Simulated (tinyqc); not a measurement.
Sublattice potential against complex hopping: Haldane model. Computed by the program tinyqc. H_AA = delta - 2 t2 sum cos(k.b + phi), H_BB = -delta - 2 t2 sum cos(k.b - phi), H_AB = -t1 (1 + exp(-i k.a1) + exp(-i k.a2)), b = a1, a2 - a1, -a2, m = 3 sqrt3 t2 sin(phi); the sign of the Chern number follows the orientation k1 then k2.

Honeycomb lattice:

| parameter | value |
|---|---|
| t1 (eV) | 2.600000 |
| t2 (eV) | 0.380000 |
| phi (rad) | -2.350000 |

Gaps at the two valleys (eV) and Chern number of the lower band (12 x 12 mesh):

| delta | gap 2\|delta - m\| | gap 2\|delta + m\| | Chern number |
|---|---|---|---|
| -2.5290 | 2.2483 | 7.8677 | 0 |
| -1.8260 | 0.8423 | 6.4617 | 0 |
| -0.8430 | 1.1237 | 4.4957 | 1 |
| 0.0000 | 2.8097 | 2.8097 | 1 |
| 0.5620 | 3.9337 | 1.6857 | 1 |
| 1.0540 | 4.9177 | 0.7017 | 1 |
| 1.7560 | 6.3217 | 0.7023 | 0 |
| 2.8100 | 8.4297 | 2.8103 | 0 |

What does the comparison show, and why?

Here |m| = 1.4048 eV. For |delta| < |m| the two valleys have masses of opposite sign and the Chern number is +/-1; one gap closes at |delta| = |m|, and beyond it the band is trivial.
